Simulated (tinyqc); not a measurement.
## Scale length and barrier from the threshold roll-off

Problem. For L well above Lambda the threshold falls by 2 m sqrt(A (A + Vds)) exp(-pi L/(2 Lambda)), A being the height of the source potential over the barrier top; the two values follow this form. Find Lambda and A.

Values chosen for this exercise: long-channel body factor m = 1.81; drain voltage Vds = 0.8 V.

threshold lowering at L = 34 and 54 nm (mV): 138.63624  21.414951

Answer. The ratio of the two values gives Lambda; the prefactor gives A (A + Vds), a quadratic with one positive root.

Lambda = 16.82 nm
A = 0.6000 V

Program tinyqc, `OMP_NUM_THREADS=1 python tinyqc.py 2420021 2420022 out.jsonl`; Intel Xeon 2.30GHz, shared host, one thread, about 0.01 s.
